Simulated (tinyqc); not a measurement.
Precursor delivery by bubblers, mass-transport growth and the solid composition of a III-V alloy: one step, computed by the program tinyqc. Command: `OMP_NUM_THREADS=1 python tinyqc.py 3004188 3004189 out.jsonl movpe_thermo walk`. One thread of a shared host (Intel(R) Xeon(R) Processor @ 2.30GHz), about 0.01 s of CPU time with the checks.

1 sccm = 44.615 micromol/min; 1 torr = 133.322 Pa. The sources decompose fully at the surface.

Problem. Bubblers. log10 p_v = a - b/T_bath; molar flow = F x 44.615 x p_v/(p_b - p_v) for a saturated bubbler.

Inputs (values chosen for the exercise, modelled on trimethylgallium (source 1) and trimethylindium (source 2) for the vapour pressures): bath temperature T1 = 268 K; bath temperature T2 = 301 K; bubbler pressure p_b = 1400 torr; carrier flow F1 = 2 sccm; carrier flow F2 = 32 sccm.

constants a, b of source 1 (log10 torr, K): [8.039, 1703]

constants a, b of source 2 (log10 torr, K): [10.51, 3014]

Give: vapour pressure 1; molar flow 1; vapour pressure 2; molar flow 2.

Solution.

vapour pressure 1 = 48.36 torr

molar flow 1 = 3.193 micromol/min

vapour pressure 2 = 3.138 torr

molar flow 2 = 3.208 micromol/min

One kelvin of bath error changes flow 1 by 5.7 % and flow 2 by 7.7 %.
